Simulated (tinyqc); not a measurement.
What each form factor does: empirical-pseudopotential levels.

Empirical pseudopotential on the fcc lattice, atoms at +/- tau, tau = a (1,1,1)/8, no spin-orbit coupling. H(G,G') = c (2 pi/a)^2 |k + G|^2 delta + VS(q) cos(q.tau) + i VA(q) sin(q.tau), q = G - G', c = hbar^2/2m0; k and G in units of 2 pi/a; VS at |q|^2 = 3, 8, 11 and VA at 3, 4, 11, in rydberg, zero elsewhere. The basis is fixed: all 113 G with |G|^2 up to Gcut. Energies are counted from the fourth level at Gamma.

Constants: hbar^2/2m0 = 3.80998211 eV angstrom^2; Ry = 13.60569312 eV.

Parameters, chosen for this exercise (near those of InAs; not measured data):

| symbol | value | unit | meaning |
|---|---|---|---|
| a | 6.052 | angstrom | lattice constant |
| VS3 | -0.224 | Ry |  |
| VS8 | -0.002 | Ry |  |
| VS11 | 0.049 | Ry |  |
| VA3 | 0.082 | Ry |  |
| VA4 | 0.052 | Ry |  |
| VA11 | 0.03 | Ry |  |
| Gcut | 20 | (2 pi/a)^2 | largest \|G\|^2 of the fixed basis |

Lowest empty singlet and triplet at Gamma and the valence width there (fixed basis); lowest empty level at X = (1,0,0) and L = (1/2,1/2,1/2) from the valence top, these levels and that top with all |k + G|^2 up to 21. Singlet and triplet count orbital degeneracy. VS3 is VS at |q|^2 = 3, and so on. The row for a keeps the form factors fixed, so it is no model of a real expansion, which changes them too.

Results for these values:

| case | singlet (eV) | triplet (eV) | X (eV) | L (eV) | width (eV) |
|---|---|---|---|---|---|
| base | 0.399 | 4.636 | 2.200 | 1.591 | 11.324 |

What happens to each result for a = 6.113 angstrom, all else kept?

Answer: singlet rises from 0.399 to 0.459; triplet rises from 4.636 to 4.663; X rises from 2.200 to 2.321; L rises from 1.591 to 1.678; width falls from 11.324 to 11.114.

The same for each parameter in turn:

| case | singlet (eV) | triplet (eV) | X (eV) | L (eV) | width (eV) |
|---|---|---|---|---|---|
| base | 0.399 | 4.636 | 2.200 | 1.591 | 11.324 |
| a = 6.113 angstrom | 0.459 | 4.663 | 2.321 | 1.678 | 11.114 |
| VS3 = -0.214 Ry | 0.376 | 4.501 | 1.951 | 1.463 | 11.302 |
| VS8 = 0.008 Ry | 0.774 | 4.535 | 2.191 | 1.760 | 11.106 |
| VS11 = 0.059 Ry | 0.870 | 4.782 | 2.442 | 1.904 | 11.056 |
| VA3 = 0.092 Ry | 0.533 | 4.784 | 2.419 | 1.702 | 11.398 |
| VA4 = 0.062 Ry | 0.480 | 4.850 | 2.244 | 1.794 | 11.418 |
| VA11 = 0.04 Ry | 0.151 | 4.614 | 2.062 | 1.485 | 11.473 |

Computed by tinyqc, a small Python program: `OMP_NUM_THREADS=1 python tinyqc.py 1050977 1050978 out.jsonl` (the numbers bound the seed that draws the inputs); one thread of a shared host (Intel(R) Xeon(R) Processor @ 2.30GHz), about 0.9 s for the whole set of steps.
